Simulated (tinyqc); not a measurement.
Carrier statistics of a doped semiconductor with parabolic bands, step by step. Values are carried at full precision from step to step, so a last printed digit may differ when a step is redone from the rounded ones.

Constants: kB = 8.617333262e-05 eV/K; hbar^2/2m0 = 3.80998211 eV angstrom^2.

Parameters, chosen for this exercise (near those of GaSb; the results hold for these values, not for the real material):
```
symbol  value     unit    meaning
Eg0     0.8137    eV      gap at 0 K
al      0.000414  eV/K    Varshni alpha
be      139       K       Varshni beta
T       150       K
ml      0.0389    m0      longitudinal electron mass
mt      0.0389    m0      transverse electron mass
Mv      1                 equivalent valleys
mhh     0.397     m0      heavy-hole mass
mlh     0.0496    m0      light-hole mass
ND      1.4e+12   1/cm^3  donors
NA      1.2e+17   1/cm^3  acceptors
ED      0.00301   eV      donor level below Ec
EA      0.0131    eV      acceptor level above Ev
```

## Gap and thermal energy

Eg(T) = Eg0 - al T^2/(T + be) (Varshni).

Eg = 0.78147 eV
kT = 0.012926 eV

The gap has shrunk by 32.2 meV from 0 K and is 60.5 kT wide.

## Effective densities of states

m_de = Mv^(2/3) (ml mt^2)^(1/3); m_dh = (mhh^(3/2) + mlh^(3/2))^(2/3); N = 2 (m kB T/(4 pi c))^(3/2) with c = hbar^2/2m0, in 1/angstrom^3; times 1e24 for 1/cm^3.

m_de = 0.0389 m0
m_dh = 0.4086 m0
Nc = 6.8069e+16 1/cm^3
Nv = 2.3173e+18 1/cm^3

The light holes supply 4.2 % of Nv, and Nc/Nv = 0.0294.

## Intrinsic density and level

With Boltzmann statistics ni = sqrt(Nc Nv) exp(-Eg/2kT) and Ei = Eg/2 + (kT/2) ln(Nv/Nc), counted from Ev.

ni = 2.96e+04 1/cm^3
Ei = 0.4135 eV

Ei lies 22.8 meV above midgap, towards the band with the smaller density of states.

## Neutrality by bisection

Energies are counted from Ev, so Ec = Eg. n = Nc F_1/2((EF - Eg)/kT), p = Nv F_1/2(-EF/kT), ND+ = ND/(1 + 2 exp((EF - Eg + ED)/kT)), NA- = NA/(1 + 4 exp((EA - EF)/kT)); neutrality asks p + ND+ = n + NA-. F_j(eta) = (1/Gamma(j + 1)) integral_0^infinity x^j dx/(1 + exp(x - eta)), which tends to exp(eta) for eta << 0.

Start from the bracket [-0.2 eV, Eg + 0.2 eV]; at the midpoint EF take the sign of p + ND+ - n - NA-; where it is positive EF must rise. Fourteen steps are shown.

Bisection (eV, 1/cm^3):
```
step       low     high        EF         n         p       ND+       NA-  sign
1     -0.20000  0.98147   0.39073  5.07e+03  1.73e+05  1.40e+12  1.20e+17     -
2     -0.20000  0.39073   0.09537  6.04e-07  1.45e+15  1.40e+12  1.19e+17     -
3     -0.20000  0.09537  -0.05232  6.59e-12  1.53e+19  1.40e+12  1.90e+14     +
4     -0.05232  0.09537   0.02153  2.00e-09  4.12e+17  1.40e+12  3.89e+16     +
5      0.02153  0.09537   0.05845  3.47e-08  2.51e+16  1.40e+12  1.07e+17     -
6      0.02153  0.05845   0.03999  8.32e-09  1.03e+17  1.40e+12  8.00e+16     +
7      0.03999  0.05845   0.04922  1.70e-08  5.11e+16  1.40e+12  9.64e+16     -
8      0.03999  0.04922   0.04460  1.19e-08  7.27e+16  1.40e+12  8.89e+16     -
9      0.03999  0.04460   0.04229  9.95e-09  8.67e+16  1.40e+12  8.46e+16     +
10     0.04229  0.04460   0.04345  1.09e-08  7.94e+16  1.40e+12  8.68e+16     -
11     0.04229  0.04345   0.04287  1.04e-08  8.30e+16  1.40e+12  8.57e+16     -
12     0.04229  0.04287   0.04258  1.02e-08  8.49e+16  1.40e+12  8.52e+16     -
13     0.04229  0.04258   0.04244  1.01e-08  8.58e+16  1.40e+12  8.49e+16     +
14     0.04244  0.04258   0.04251  1.01e-08  8.53e+16  1.40e+12  8.50e+16     +
```

Each step halves the bracket, which is 0.144 meV wide at the last row.

## The neutral state

Solve the neutrality condition for EF to convergence.

EF = 0.0425 eV
n = 1.01e-08 1/cm^3
p = 8.51e+16 1/cm^3
ND+ = 1.40e+12 1/cm^3
NA- = 8.51e+16 1/cm^3

The material is p-type; 70.9 % of the acceptors are ionised. EF lies 3.29 kT inside the gap from the valence edge, so Boltzmann statistics would serve; n p/(Nc Nv exp(-Eg/kT)) = 0.987.

## Checks

- F_1/2(1) by the trapezoid rule against adaptive quadrature: both 1.575641.
- Positive against negative charge at the solution (1/cm^3): both 8.51052e+16.

tinyqc: `OMP_NUM_THREADS=1 python tinyqc.py 1680713 1680714 out.jsonl`; about 0.01 s, one thread, shared Intel(R) Xeon(R) Processor @ 2.30GHz.
